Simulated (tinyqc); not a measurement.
# Mobility and doping from two currents

Problem. A trap-free film with injecting contacts is fitted, with diffusion neglected, by J = q mu N V/Lf + (9/8) eps0 eps_r mu V^2/Lf^3. Find mu, N and the voltage at which both terms are equal.

Values chosen for this exercise:
- eps_r = 9.01 (relative permittivity)
- Lf = 550 nm (film thickness)

Constants: q = 1.602176634e-19 C, eps0 = 8.8541878128e-14 F/cm where lengths are in cm. Results are converted to the units shown.

J at 2 and 18 V (A/cm^2): [3.4542090, 68.373530]

Solution. J/V is a straight line in V: the slope gives mu and the intercept mu N.

mu = 0.0240 cm^2/(V s)
N = 2.10e16 cm^-3
crossover voltage = 11.3 V

Computed by the program tinyqc: `OMP_NUM_THREADS=1 python tinyqc.py 2730118 2730119 out.jsonl`, one thread of a shared Intel Xeon 2.30GHz, about 2 s for the whole run.
